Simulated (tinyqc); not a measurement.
Inside a calculation. Model: free and trapped electrons in a MOS channel with a dense trap tail.

Program tinyqc, `OMP_NUM_THREADS=1 python tinyqc.py 2222068 2222069 out.jsonl`; Intel Xeon 2.30GHz, shared host, one thread, about 0.02 s. Printed values are rounded.

p-type body, charge-sheet picture, full ionisation (an idealisation for deep acceptors), Boltzmann statistics for free electrons. e = Ec - EF at the surface. Acceptor-like traps of density D(E) = D0 + De exp(-E/Ew) at depth E below Ec, from 0 to Eu, hold n_t = integral of D(E)/(1 + exp((e - E)/Vt)). psi = Eg - Vt ln(Nv/Na) - e; N_dep = sqrt(2 eps0 eps_r Na (psi - Vt)/q); n_f = sqrt(N_dep^2 + 2 eps0 eps_r Vt Nc exp(-e/Vt)/q) - N_dep; Vg = Vfb + psi + q (N_dep + n_t + n_f)/Cox, Cox = eps0 eox/tox.

Inputs (values chosen for the exercise); band and dielectric values close to those of silicon:
```
symbol,value,unit,meaning
T,250,K,temperature
Eg,1.14,eV,band gap
eps_r,11.7,,relative permittivity
Nc,2.15e19,cm^-3,conduction-band density of states at T
Nv,2.01e19,cm^-3,valence-band density of states at T
eox,3.9,,relative permittivity of the insulator
tox,56,nm,insulator thickness
Na,1.3e16,cm^-3,acceptor density
Vfb,-0.91,V,flat-band voltage without trapped charge
D0,1.2e10,cm^-2 eV^-1,constant background density of acceptor-like traps
De,1.4e13,cm^-2 eV^-1,density of the tail at the conduction edge
Ew,0.13,eV,decay energy of the tail
Eu,0.65,eV,depth below Ec down to which the traps reach
mf,62,cm^2/(V s),mobility of free electrons
e,0.043,eV,Ec - EF at the surface
```

Constants: q = 1.602176634e-19 C, kB = 1.380649e-23 J/K, Vt = kB T/q, eps0 = 8.8541878128e-14 F/cm where lengths are in cm. Results are converted to the units shown.

Range of the model: EF lies less than 2 Vt below the band edge, or above it, where degeneracy and confinement, left out, matter.

## Trapped charge

Trapezoid rule on 16 equal steps from 0 to Eu, f = 1/(1 + exp((e - E)/Vt)).

```
point,E (eV),D(E) f (cm^-2 eV^-1)
0,0,1.67620e12
1,0.0406250,4.84497e12
2,0.08125,6.41838e12
3,0.121875,5.35680e12
4,0.1625,4.00744e12
5,0.203125,2.94482e12
6,0.243750,2.15878e12
7,0.284375,1.58273e12
8,0.325,1.16119e12
9,0.365625,8.52765e11
10,0.406250,6.27117e11
11,0.446875,4.62029e11
12,0.4875,3.41248e11
13,0.528125,2.52883e11
14,0.568750,1.88234e11
15,0.609375,1.40936e11
16,0.65,1.06331e11
```

n_t = 1.30941e12 cm^-2

With 1600 steps n_t = 1.317e12 cm^-2; the coarse value is 0.58 % below it.

## Charges and gate voltage

psi, N_dep, n_f and Vg as defined, with the n_t given; free share n_f/(n_f + n_t); apparent mobility mf n_f/(n_f + n_t); gate voltage spent on traps q n_t/Cox.

psi = 0.938796 V
N_dep = 3.92684e11 cm^-2
n_f = 5.91230e11 cm^-2
Vg = 5.98748 V
free share = 31.1069 %
apparent mobility = 19.2863 cm^2/(V s)
gate voltage spent on traps = 3.40220 V
